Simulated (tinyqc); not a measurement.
## Length offset and series resistance from crossing lines

Problem. R_total = Rs + k (L - dL)/Vo with constant Rs, dL and k. Find k, dL and Rs.

R_total at (L, Vo) = (60, 0.38), (120, 0.38), (60, 0.74) and (120, 0.74), L in nm and Vo in V (ohm um): [328, 580.63158, 226.81081, 356.54054]

Solution. At each overdrive R is a straight line in L with slope k/Vo; the two lines cross at L = dL, R = Rs.

k = 1.600 ohm um V/nm
dL = 10.60 nm
Rs = 120.0 ohm um

Computed by the program tinyqc: `OMP_NUM_THREADS=1 python tinyqc.py 2282217 2282218 out.jsonl`, one thread of a shared Intel Xeon 2.30GHz, about 0.03 s for the whole run.
